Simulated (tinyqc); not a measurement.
## Energy and delay of logic against supply voltage: energy and delay against supply voltage

One expression serves below and above threshold: I(Vg) = Ik [ln(1 + exp((Vg - VT + dd V)/(al nf Vt)))]^al, with I_on = I(V) and I_off = I(0). Gate delay td = kd C V/I_on, clock period LD td. Per gate and cycle the switching energy is act C V^2 and the leakage energy I_off V LD td. No short-circuit current, no variation. Minima are sought above 0.09 V; below a few Vt gates no longer switch and the model has no meaning.

EDP = energy times td.

Inputs (values chosen for the exercise); values of the order met in logic technologies: temperature T = 358 K; threshold voltage at zero drain bias VT = 0.28 V; slope factor nf = 1.16; barrier lowering per volt of supply dd = 0.09; specific current of a gate Ik = 0.35 uA; exponent of the current law al = 1.74; load capacitance of a gate C = 3.2 fF; delay factor kd = 0.8; logic depth LD = 60; activity factor act = 0.3.

Constants: q = 1.602176634e-19 C, kB = 1.380649e-23 J/K, Vt = kB T/q. Results are converted to the units shown.

Results:
```
V (V)  I_on (uA)  I_off (nA)  td (ps)  switching (aJ)  leakage (aJ)  energy (aJ)  EDP (fJ ps)
0.15     0.01190      0.2017  3.227e4           21.60         58.58        80.18         2588
0.27      0.2449      0.2721     2822           69.98         12.44        82.42        232.6
0.38       1.452      0.3580    670.2           138.6         5.470        144.1        96.57
0.5        4.375      0.4826    292.6           240.0         4.235        244.2        71.45
0.62       8.747      0.6501    181.5           369.0         4.389        373.4        67.76
0.85       20.53       1.149    106.0           693.6         6.209        699.8        74.16
0.97       28.29       1.544    87.77           903.3         7.888        911.2        79.97
1.08       36.31       2.023    76.14            1120         9.981         1130        86.01
1.2        46.02       2.713    66.76            1382         13.04         1395        93.16
```

Estimate the missing row, V = 0.73 V.

Computed row:
```
V (V)  I_on (uA)  I_off (nA)  td (ps)  switching (aJ)  leakage (aJ)  energy (aJ)  EDP (fJ ps)
0.73       13.86      0.8539    134.9           511.6         5.044        516.6        69.68
```

With this row back in the table: td falls from 32300 to 66.8 ps; the energy rises from 80.2 to 1400 aJ and the EDP goes from 2590 through a minimum of 67.8 (at V = 0.62 V among the rows listed) to 93.2 fJ ps. The exact minima lie at V = 0.203 V for the energy and 0.615 V for the EDP. Going from 1.2 V to the energy minimum saves a factor of 20.4 in energy and costs a factor of 153 in delay. Below the minimum the leakage energy rises faster than the switching energy falls, because the clock period grows so steeply.

Program tinyqc, `OMP_NUM_THREADS=1 python tinyqc.py 2082061 2082062 out.jsonl`; Intel Xeon 2.30GHz, shared host, one thread, about 0.01 s.
